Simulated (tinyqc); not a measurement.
Depth of the donor: donor near an oxide interface in a gate field (two-state model).

Interface at z = 0 (hard wall), donor at z = d, field F pulling electrons to the interface: potential e F z; 1 kV/cm = 1e-5 eV/angstrom, c = hbar^2/2m0, q = e^2/(4 pi eps0), Q = (eps - eo)/(eps + eo). Donor state: E_D = e F d - ED - q Q/(4 eps d), the last term joining the images of ion and electron. Interface state: z exp(-b z/2) exp(-rho^2/(2 L^2)) with E_z = c b^2/(4 mz) + 3 e F/b + q Q b/(8 eps), minimised over b; in the plane at z = 3/b the ion (distance D = d - 3/b) and its image (D' = d + 3/b) give E_rho = c/(mt L^2) - (q/eps)(sqrt(pi)/L)[erfcx(D/L) + Q erfcx(D'/L)], erfcx(x) = exp(x^2) erfc(x), minimised over L. E_I = E_z + E_rho.

The two states couple by t = t0 exp(-D/aD) with t0 = q/(eps aD) (2 aD/L) sqrt(aD b/2) v, v a valley factor; this form is an estimate. With detuning u = E_D - E_I the splitting is sqrt(u^2 + 4 t^2) and the lower state has weight (1 - u/sqrt(u^2 + 4 t^2))/2 on the donor.

Constants: hbar^2/2m0 = 3.80998211 eV angstrom^2; e^2/(4 pi eps0) = 14.39964547 eV angstrom.

Inputs chosen for the exercise (near those of a donor in Si below SiO2, static dielectric constants; shifted at random, so the results belong to these values and not to a real crystal): ED = 31.2 meV (bulk binding energy); mz = 0.908 m0 (mass across the interface); mt = 0.194 m0 (mass in the plane); eps = 11.6 (dielectric constant of the semiconductor); eo = 3.9 (dielectric constant of the oxide); aD = 15.2 angstrom (donor radius); v = 0.32 (valley factor); dl = (60, 80, 105, 135, 170, 215, 270) angstrom (depths).

Critical field, and the coupling, E_rho and L at that field.

Results:

| d (angstrom) | critical field (kV/cm) | e F d/ED | t (meV) | E_rho (meV) | L (angstrom) |
|---|---|---|---|---|---|
| 60 | 95.7 | 1.841 | 1.8 | -23.24 | 52 |
| 80 | 65.6 | 1.682 | 0.50 | -17.92 | 65 |
| 105 | 46.7 | 1.573 | 0.10 | -13.97 | 79 |
| 135 | 34.5 | 1.493 | 0.015 | -11.08 | 95 |
| 170 | 26.3 | 1.432 | 0.0016 | -8.95 | 112 |
| 215 | 20.0 | 1.380 | 9.7e-05 | -7.19 | 133 |
| 270 | 15.4 | 1.337 | 3.0e-06 | -5.81 | 157 |

The critical field falls from 96 to 15 kV/cm, with exponent -1.21 in d, while t drops by a factor 6.1e+05, about e for each 16 angstrom at the end (aD = 15.2). One lattice plane (1.36 angstrom) of misplacement changes t by 9 % and the critical field by about 1.6 % at 105 angstrom.

Computed by tinyqc, a small Python program: `OMP_NUM_THREADS=1 python tinyqc.py 1252303 1252304 out.jsonl` (the numbers bound the seed that draws the inputs); one thread of a shared host (Intel(R) Xeon(R) Processor @ 2.30GHz), about 0.07 s for the whole set of steps.
